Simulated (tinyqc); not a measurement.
Solid solubility of a dopant against its melt (retrograde solidus), clustering and the electrically active fraction: one step, computed by the program tinyqc.

Question. Active fraction after the anneal. A highly soluble donor (another dopant than that of the solidus) is limited by clustering. Donors N_a are active, and clusters hold m atoms each: N_t = N_a + m C, m C = N* (N_a/N*)^m, with N*(T) = N*(1273 K) exp[-(E_b/k_B)(1/T - 1/1273)]. Resistivity = 1/(e mu N_a).

Inputs (values chosen for the exercise, of the order of those of tin in silicon for the solubility):

| quantity | value | unit |
|---|---|---|
| total dopant density N_t | 1.4e+21 | 1/cm^3 |
| atoms per cluster m | 4 | - |
| cluster scale N* at 1273 K | 1.8e+20 | 1/cm^3 |
| activation energy E_b of the cluster scale | 0.36 | eV |
| anneal temperature T_a | 1050 | K |
| mobility mu | 75 | cm^2/(V s) |

Clustering: clusters of m atoms, electrons left out.

Constants: k_B = 8.617333262e-05 eV/K; e = 1.602176634e-19 C.

Give: N*(T_a); active density N_a; active fraction; resistivity.

Answer.

N*(T_a) = 8.9656e+19 1/cm^3

active density N_a = 1.7246e+20 1/cm^3

active fraction = 0.12319

resistivity = 0.48254 milliohm cm

Doubling the dose would raise N_a by only 21 %. Caution: this clustering law is a generic form; degeneracy and a doping-dependent mobility are left out.
